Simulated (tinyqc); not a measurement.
Raising U: Hubbard chain of 4 sites, mean field against exact. Computed by the program tinyqc. 

one-body matrix (hopping and site energies) (eV):
```
         1        2        3        4
1   0.0000  -1.3600   0.0000   0.0000
2  -1.3600   0.0000  -1.3600   0.0000
3   0.0000  -1.3600   0.0000  -1.3600
4   0.0000   0.0000  -1.3600   0.0000
```

electrons, up and down: 2  2

Collinear unrestricted mean field (the lowest of 40 random starts) against exact diagonalisation.

Exact and mean-field results (eV):
```
U          U/t   E exact  E mean field  mean |n_up - n_down|  double occupancy, exact  first gap in the sector
0.680    0.500  -5.43739      -5.40210                 0.000                    0.224                    1.492
1.360    1.000  -4.86250      -4.72210                 0.000                    0.199                    1.331
2.720    2.000  -3.91128      -3.39597                 0.393                    0.152                    1.073
4.080    3.000  -3.19250      -2.50511                 0.697                    0.114                    0.880
5.440    4.000  -2.65628      -1.95068                 0.820                    0.085                    0.735
8.160    6.000  -1.94743      -1.33416                 0.918                    0.049                    0.541
10.880   8.000  -1.51935      -1.00921                 0.953                    0.031                    0.422
16.320  12.000  -1.04457      -0.67683                 0.979                    0.015                    0.291
27.200  20.000  -0.63732      -0.40732                 0.993                    0.006                    0.177
```

In absolute terms mean field is worst at U/t = 4.0, 0.706 eV too high: at small U it is nearly exact, and at large U it misses only exchange-scale energies. Its local moments set in at U/t = 2.0 of those listed, a broken symmetry that the exact state of a finite cluster with equal spins does not have. Relative to the exact energy its error is 0.6 % at the smallest U, 36 % at most and 36 % at the largest. The double occupancy falls from 0.224 to 0.006; at the largest U the first gap is 0.65 times the exchange scale 4t^2/U.
